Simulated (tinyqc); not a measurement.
## Pelgrom slope, floor and doping from two device sizes

Problem. s^2 = A^2/(L W) + s0^2, with s0 independent of size and A = (q/Cox) sqrt(Na Wd/3) from random dopants alone, Cox = 3.9 eps0/ti. Find A, s0 and Na.

Inputs (values chosen for the exercise): oxide-equivalent thickness in inversion ti = 1.1 nm.

Constants: q = 1.602176634e-19 C, eps0 = 8.8541878128e-14 F/cm where lengths are in cm. Results are converted to the units shown.

s for gate areas 0.0024 and 0.071 um^2 (mV): 15.1985702  5.82531591
Wd = 19.4398379 nm

Answer. s^2 is linear in 1/area: slope A^2, intercept s0^2.

A = 0.6996 mV um
s0 = 5.200 mV
Na = 2.900e18 cm^-3

Program tinyqc, `OMP_NUM_THREADS=1 python tinyqc.py 2090098 2090099 out.jsonl`; Intel Xeon 2.30GHz, shared host, one thread, about 0.01 s.
